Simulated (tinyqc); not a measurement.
Dispersion against the sound-wave line: Born-von Karman spring model of a cubic crystal with one atom per cell. Computed by tinyqc, a small Python program. Command: `OMP_NUM_THREADS=1 python tinyqc.py 3030715 3030716 out.jsonl springs walk`. One thread of a shared host (Intel(R) Xeon(R) Processor @ 2.30GHz), about 0.1 s of CPU time with the checks.

First neighbours lie at a/2 (1,1,1) (8 of them), second at a (1,0,0) (6), with all permutations and signs; the volume per atom is Omega = a^3/2. Two shells of springs match a real metal only roughly, above all at the zone boundary.

Inputs (values chosen for the exercise, modelled on molybdenum):
```
quantity               value           unit
atomic mass M          95.95              u
radial spring k1L       4.06  eV/angstrom^2
transverse spring k1T  -0.03  eV/angstrom^2
radial spring k2L        2.9  eV/angstrom^2
transverse spring k2T  -0.16  eV/angstrom^2
```

Lattice: bcc.

Constants: nu for 1 eV/(angstrom^2 u) = 15.6333042 THz.

Method:
- A neighbour at R with unit vector n couples by the matrix K(R) = kL n n^T + kT (1 - n n^T), and D(q) = (1/M) sum_R K(R) [1 - cos(q.R)].
- An eigenvalue lambda of D in eV/(angstrom^2 u) gives nu = 15.6333042 THz x sqrt(lambda).
- The last column divides the top branch by the straight line with its slope at G. End points in 2 pi/a: H = (1, 0, 0), N = (0.5, 0.5, 0).

Frequencies (THz) along two lines:
```
line  fraction of the way    nu 1    nu 2    nu 3  nu 3 / linear
G-H                  0.10  1.0836  1.0836  2.0375        0.98751
G-H                  0.25  2.6726  2.6726  4.7677        0.92432
G-H                  0.40  4.1592  4.1592  6.7453        0.81732
G-H                  0.55  5.4617  5.4617  7.7617        0.68398
G-H                  0.70  6.4863  6.4863  7.9043        0.54729
G-H                  0.85  7.1444  7.1444  7.5808        0.43226
G-H                  1.00  7.3715  7.3715  7.3715        0.35728
G-N                  0.10  0.7649  0.8174  1.4240        0.99589
G-N                  0.25  1.8712  1.9997  3.4836        0.97450
G-N                  0.40  2.8741  3.0715  5.3507        0.93549
G-N                  0.55  3.7182  3.9735  6.9221        0.88016
G-N                  0.70  4.3568  4.6559  8.1110        0.81033
G-N                  0.85  4.7546  5.0811  8.8516        0.72827
G-N                  1.00  4.8897  5.2255  9.1032        0.63662
```

Along G-H the top branch ends at 36 % of its linear extrapolation. Along G-N the top branch ends at 64 % of its linear extrapolation, which is the 2/pi of a pure sine: planes normal to this line couple to their next planes alone. A Debye model keeps the straight line throughout.
